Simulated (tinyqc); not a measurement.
Frequency dispersion of an accumulation capacitance by border traps, distributed model: one step of the calculation.

Traps spread evenly through the insulator exchange electrons with the semiconductor by tunnelling, with tau(x) = t0 exp(2 ka x) at depth x from the interface. The admittance per area Y seen at depth x obeys dY/dx = -Y^2/(i w eps0 eox) + q Nb ln(1 + i w tau)/tau, with Y(0) = i w Cs and w = 2 pi f; the gate sees Y(tox) = G + i w C. Working variable y = Y/(i w), in uF/cm^2. Cox = eps0 eox/tox.

Question. Scales and lumped estimate. Cox; trap-free value 1/(1/Cox + 1/Cs); response depth d = ln(1/(w t0))/(2 ka), where w tau = 1; lumped estimate: all traps within d act as C_bt = q Nb d placed at d/2, so C = 1/{1/[1/(1/Cs + d/(2 eps0 eox)) + C_bt] + (tox - d/2)/(eps0 eox)}.

Inputs (values chosen for the exercise); permittivity close to that of aluminium oxide:
- eox = 8.86 (relative permittivity of the insulator)
- tox = 8.5 nm (insulator thickness)
- Cs = 3.6 uF/cm^2 (semiconductor capacitance in accumulation)
- Nb = 6.4e19 cm^-3 eV^-1 (density of border traps)
- ka = 5.7 1/nm (decay constant of the wave function in the insulator)
- t0 = 1e-11 s (time constant of a trap at the interface)
- f = 10000 Hz (frequency)

Constants: q = 1.602176634e-19 C, eps0 = 8.8541878128e-14 F/cm where lengths are in cm. Results are converted to the units shown.

Give: Cox; trap-free C; d; C_bt; lumped C.

Answer.

Cox = 0.92292 uF/cm^2
trap-free C = 0.73459 uF/cm^2
d = 1.2527 nm
C_bt = 1.2845 uF/cm^2
lumped C = 0.80081 uF/cm^2

The traps within reach amount to 0.357 Cs and lie in the first 14.7 % of the insulator.

Program tinyqc, `OMP_NUM_THREADS=1 python tinyqc.py 2202226 2202227 out.jsonl`; Intel Xeon 2.30GHz, shared host, one thread, about 0.6 s.
